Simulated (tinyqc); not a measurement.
# Fermi-level pinning from two metals

Question. Cowley-Sze model with the space charge neglected: phiB = S (phiM - chi) + (1 - S)(Eg - phi0), S = 1/(1 + q Dit dl/(eps0 ei)), dl in cm. Find S, phi0 and Dit.

Parameters, values chosen for the exercise; band and dielectric values close to those of indium phosphide: band gap Eg = 1.35 eV; electron affinity chi = 4.31 eV; thickness of the interfacial layer dl = 0.4 nm; relative permittivity of the interfacial layer ei = 1.

Constants: q = 1.602176634e-19 C, eps0 = 8.8541878128e-14 F/cm where lengths are in cm. Results are converted to the units shown.

barriers for metals with phiM = 4.76 and 5.42 eV (eV): [0.60221136, 0.63433950]

Solution. S is the slope of phiB against phiM; either barrier then gives phi0, and S gives Dit.

S = 0.04868
phi0 = 0.7400 eV
Dit = 2.700e14 cm^-2 eV^-1

Computed by the program tinyqc: `OMP_NUM_THREADS=1 python tinyqc.py 2020167 2020168 out.jsonl`, one thread of a shared Intel Xeon 2.30GHz, about 0.06 s for the whole run.
